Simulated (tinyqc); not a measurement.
Inside a calculation: temperature and isotope dependence of a band gap in oscillator models. Values are carried at full precision from step to step, so a last printed digit may differ when a step is redone from the rounded ones.

E(T) = E0 - sum_i sl_i th_i n_i(T), n = 1/(exp(th/T) - 1). The same coupling lowers the gap at 0 K by the zero-point term ZP = sum_i sl_i th_i/2, so the gap of the static lattice is E0 + ZP. Thermal expansion is taken as part of the slopes.

Values chosen for the exercise (near those of GaAs; shifted at random, so the results belong to these values and not to a real crystal): E0 = 1.512 eV (gap at 0 K); th = (95, 290) K (temperatures of two oscillators); sl = (0.1358, 0.3492) meV/K (their high-temperature slopes); T = 300 K (temperature); M = 72.16 u (mean atomic mass); dM = -3.92 u (change of the mean mass (not bounded by the natural isotopes)); T12 = (210, 470) K (temperatures of the fits).

## The gap at T

Give the occupations, the two terms, the gap, ZP and the static gap.

n_i: 2.68424  0.61381

terms (meV): 34.629  62.159

E(T) = 1.4152 eV
ZP = 57.08 meV
static gap = 1.5691 eV

The thermal fall, 96.8 meV, is larger than the zero-point term, 57.1 meV; the soft oscillator supplies 36 % of the fall but 11 % of ZP. A calculation with clamped ions should be compared with the static gap.

## Slope and asymptote

dE/dT = -sum sl_i (th_i/T)^2 n_i (1 + n_i). At high T, n -> T/th - 1/2, so E -> E0 + ZP - (sum sl_i) T. Give the slope, its ratio to the limit, and the value at 0 K of the tangent drawn at T.

dE/dT = -0.4579 meV/K
ratio to the limiting slope = 0.9441
intercept of the tangent = 1.5526 eV
intercept - E0 = 40.58 meV

The tangent recovers 71 % of ZP: the extrapolation works only from T well above the higher oscillator (290 K).

## Isotope effect

With M -> M + dM the oscillator temperatures scale as M^(-1/2) and the slopes stay. Give th, ZP, E0 (static gap fixed) and E(T) for the new mass, and the linear rule dE0 = ZP dM/(2 M).

th (K): 97.69  298.21

ZP = 58.701 meV
shift of E0 = -1.617 meV
linear rule = -1.551 meV
shift of E(T) = -0.474 meV

The lighter crystal has the narrower gap. At 300 K 29 % of the shift at 0 K is left; it fades at high T, where the motion is classical and the mean-square amplitude no longer depends on mass.

## Two common fits

Two-parameter forms are made to pass through the falls at the two temperatures T12: Varshni aV T^2/(T + bV), from the line T^2/fall = (T + bV)/aV; one oscillator s1 t1/(exp(t1/T) - 1), with t1 from the ratio of the falls.

Give the falls and the parameters.

falls (meV): 56.5497  176.2570

aV = 0.5492 meV/K
bV = 218 K
t1 = 223.2 K
s1 = 0.4800 meV/K
ZP of the one-oscillator fit = 53.6 meV

The limiting slope of the model is 0.4850 meV/K; Varshni puts it +13 % off and one oscillator -1 %. The ZP of the fit differs from the true one by -3.5 meV.

## Checks

- Slope by finite differences against the formula (meV/K): both 0.45790.
- Fall at 20 times the higher oscillator temperature against the asymptote (meV): 2756.4 against 2755.9.

tinyqc: `OMP_NUM_THREADS=1 python tinyqc.py 1881008 1881009 out.jsonl`; about 0.01 s, one thread, shared Intel(R) Xeon(R) Processor @ 2.30GHz.
